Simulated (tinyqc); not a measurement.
Comparisons within one model: strained quantum well: band edges, subbands and transparency. A value that a table varies takes the place of the one given here.

Growth on (001), barriers unstrained: tr(e) = e (2 - nu2), Z = b e (1 + nu2); Ec = Ev + Eg + ac tr(e), E_HH = Ev + av tr(e) + Z, E_LH = Ev + av tr(e) - Z (coupling to the split-off band left out).

Masses along z: me, 1/(g1 - 2 g2) for HH, 1/(g1 + 2 g2) for LH, likewise in the barrier; in the plane me, 1/(g1 + g2) for HH and 1/(g1 - g2) for LH (no mixing, which understates the hole masses away from k = 0). Level n solves k L + 2 atan[(k/m)/(kappa/mb)] = n pi, k = sqrt(m E/c), kappa = sqrt(mb (V - E)/c), c = hbar^2/2m0.

Transparency (Bernard-Duraffourg): Fc - Fv equals the lowest transition energy with n = p, n = sum m/(2 pi c) kB T ln(1 + exp((Fc - E)/kB T)) and p likewise over the listed subbands; c = hbar^2/2m0, 1/angstrom^2 = 1e16/cm^2.

Constants: hbar^2/2m0 = 3.80998211 eV angstrom^2; kB = 8.617333262e-05 eV/K; hc = 1239.841984 eV nm.

Inputs chosen for the exercise (near those of an InGaAs/AlGaAs well; the results hold for these values, not for the real material): nu2 = 0.941 (2 C12/C11); Eg = 1.244 eV (unstrained gap of the well); Ev = -0.775 eV (its valence edge); ac = -6.92 eV; av = 1.14 eV (Ev moves by av tr(e)); b = -1.98 eV (shear potential); Egb = 1.676 eV (gap of the barrier); Evb = -0.905 eV (its valence edge); L = 66 angstrom (well width); me = 0.0611 m0 (electron mass); g1 = 8.54 (gamma1); g2 = 2.83 (gamma2); meb = 0.084 m0; g1b = 6.3; g2b = 1.8; T = 300 K (temperature); es = (-0.02, -0.014, -0.008, -0.003, 0, 0.003, 0.007, 0.012) (strains); e = -0.0085 (strain in the plane); Ls = (30, 40, 55, 70, 90, 120) angstrom (widths).

## Strain as a design knob

Only the strain is changed; the unstrained gap and the masses are kept.

Results:
```
e (%)  wavelength (nm)  top hole  hh1 - lh1 (meV)  n_tr (1e12/cm^2)  share in top
-2.0               885       hh1              155             0.608          0.82
-1.4               900       hh1              119             0.609          0.80
-0.8               916       hh1               80             0.629          0.74
-0.3               930       hh1               46             0.686          0.61
0.0                939       hh1               25             0.763          0.47
0.3                948       hh1                4             0.880          0.33
0.7                979       lh1              -24             0.825          0.78
1.2               1025       lh1              -59             0.768          0.92
```

What can be read from the table?

n_tr is largest at e = +0.3 % (0.88), where hh1 - lh1 = 4 meV and the top subband holds 33 % of the holes, and smallest, 0.61, at -2.0 and -1.4 %. The top hole level turns from hh to lh, and the light from TE to TM, between +0.3 and +0.7 %. The wavelength runs from 885 to 1025 nm.

## Width of the well

All levels anew.

Results:
```
L (angstrom)  wavelength (nm)  top hole  hh1 - lh1 (meV)  n_tr (1e12/cm^2)  share in top  n_tr/L (1e18/cm^3)
30                        851       hh1               80             0.581          0.87                1.94
40                        876       hh1               84             0.583          0.87                1.46
55                        902       hh1               84             0.604          0.81                1.10
70                        918       hh1               82             0.634          0.73                0.91
90                        932       hh1               80             0.687          0.62                0.76
120                       943       hh1               76             0.783          0.51                0.65
```

What can be read from the table?

The wavelength tunes by 92 nm. The sheet density at transparency changes from 0.58 to 0.78, the top hole subband holding 0.87 and 0.51 of the holes at the ends, while the volume density falls by a factor 3.0. Critical thickness and carrier escape are left out.

## What each parameter does

Edge wavelength, hh1 - lh1 and n_tr. Each row changes one parameter from the base and keeps the others.

Results:
```
case             wavelength (nm)  hh1 - lh1 (meV)  n_tr (1e12/cm^2)
base                       914.5             83.1             0.626
L = 76 angstrom            922.9             81.6             0.648
e = -0.0105                909.0             96.3             0.617
Eg = 1.224 eV              927.0             83.1             0.625
b = -2.28 eV               917.7             91.9             0.619
ac = -6.23 eV              918.3             83.1             0.625
me = 0.0672 m0             915.7             83.1             0.660
g1 = 9.05                  913.5             81.8             0.606
T = 340 K                  914.5             83.1             0.734
```

What can be read from the table?

The largest shifts from the base row, up to three for each result and ties (the steps differ in size, so this ranks the rows, not the parameters). wavelength (nm): Eg +12.5, L +8.5, e -5.5; unchanged at the printed digits by T. hh1 - lh1 (meV): e +13.3, b +8.8, L -1.5; unchanged at the printed digits by Eg, ac, me and T. n_tr (1e12/cm^2): T +0.109, me +0.035, L +0.023.

tinyqc: `OMP_NUM_THREADS=1 python tinyqc.py 1282008 1282009 out.jsonl`; about 0.01 s, one thread, shared Intel(R) Xeon(R) Processor @ 2.30GHz.
